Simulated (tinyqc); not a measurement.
Two coupled magnetic layers: synthetic antiferromagnet, spin flop, exchange bias and magnetoresistance: one step, computed by the program tinyqc.

Moments lie in the plane at the angles p1, p2 from the field. Energy per area: E = J1 cos(p1 - p2) + J2 cos^2(p1 - p2) - B M_s (t1 cos p1 + t2 cos p2) + K (t1 sin^2 p1 + t2 sin^2 p2).

Problem. Limit of the antiparallel state. With p1 = 0, p2 = 180 degrees and c2 = J1 - 2 J2 the Hessian is [[c2 + t1 (2K + b), -c2], [-c2, c2 + t2 (2K - b)]], b = B M_s; its determinant vanishes at the positive root of t1 t2 b^2 - c2 (t1 - t2) b - [2K c2 (t1 + t2) + 4 K^2 t1 t2] = 0.

Inputs (values chosen for the exercise, for a model stack): saturation magnetisation M_s = 855 kA/m; thickness t1 = 2 nm; thickness t2 = 1.3 nm; antiferromagnetic coupling J1 = 0.054 mJ/m^2; biquadratic coupling J2 = 0 mJ/m^2; in-plane anisotropy K = 3.8 kJ/m^3.

Field direction: along the easy axis.

Give: stability limit B_sf of the antiparallel state.

Solution.

stability limit B_sf of the antiparallel state = 37.89 mT
